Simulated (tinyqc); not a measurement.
Inside a calculation. Method: Pariser-Parr-Pople SCF with singles CI, for the molecule C1=CC2=CC=CC2=C1 (SMILES; centres numbered as the heavy atoms are written). One step of it, computed by the program tinyqc.

Problem. Iteration 2: orbitals and new P. Diagonalise F (the basis is taken as orthonormal) and form P = 2 sum c c over the lowest orbitals.

F (eV):
```
           1C         2C         3C         4C         5C         6C         7C         8C
1C  -6.121378  -4.851559   0.578547   0.100616  -0.223773   0.100616   0.578547  -4.851559
2C  -4.851559  -4.641912  -4.372435  -0.780188   0.100616   0.635458   0.413575  -0.399559
3C   0.578547  -4.372435  -5.976187  -4.372435   0.578547   0.413575  -4.347176   0.413575
4C   0.100616  -0.780188  -4.372435  -4.641912  -4.851559  -0.399559   0.413575   0.635458
5C  -0.223773   0.100616   0.578547  -4.851559  -6.121378  -4.851559   0.578547   0.100616
6C   0.100616   0.635458   0.413575  -0.399559  -4.851559  -4.641912  -4.372435  -0.780188
7C   0.578547   0.413575  -4.347176   0.413575   0.578547  -4.372435  -5.976187  -4.372435
8C  -4.851559  -0.399559   0.413575   0.635458   0.100616  -0.780188  -4.372435  -4.641912
```

pi electrons, sum of z_r less the charge = 8

Give: orbital energies; P after iteration 2.

Solution.

orbital energies (eV): -15.117  -12.418  -10.705  -9.620  -2.827  1.624  2.883  3.418

P after iteration 2:
```
        1C      2C      3C      4C      5C      6C      7C      8C
1C   1.201   0.652  -0.209  -0.054   0.130  -0.054  -0.209   0.652
2C   0.652   0.786   0.526   0.321  -0.054  -0.321  -0.152   0.143
3C  -0.209   0.526   1.227   0.526  -0.209  -0.152   0.512  -0.152
4C  -0.054   0.321   0.526   0.786   0.652   0.143  -0.152  -0.321
5C   0.130  -0.054  -0.209   0.652   1.201   0.652  -0.209  -0.054
6C  -0.054  -0.321  -0.152   0.143   0.652   0.786   0.526   0.321
7C  -0.209  -0.152   0.512  -0.152  -0.209   0.526   1.227   0.526
8C   0.652   0.143  -0.152  -0.321  -0.054   0.321   0.526   0.786
```
